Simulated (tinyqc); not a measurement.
## Reduced doping and fringe capacitance from two biases

Inverse problem. C = eps0 eps_r hr/W + Cf with W = sqrt(2 eps0 eps_r (Vb + V)/(q Nr)), 1/Nr = 1/Na + 1/Nd. Find Cf, W at zero bias and Nr.

Parameters, values chosen for the exercise; values close to those of silicon near 1550 nm: relative permittivity of the semiconductor eps_r = 11.7; built-in voltage Vb = 0.89 V; rib height hr = 310 nm.

Constants: q = 1.602176634e-19 C, eps0 = 8.8541878128e-14 F/cm where lengths are in cm. Results are converted to the units shown.

C at V = 0 and 3 V (pF/m): [448.50677, 241.13617]

Answer. C is linear in (Vb + V)^(-1/2); the intercept is Cf.

Cf = 51.0 pF/m
W(0) = 80.8 nm
Nr = 1.76e17 cm^-3

tinyqc, about 0.01 s, one thread, Intel Xeon 2.30GHz (shared host): `OMP_NUM_THREADS=1 python tinyqc.py 2650010 2650011 out.jsonl`
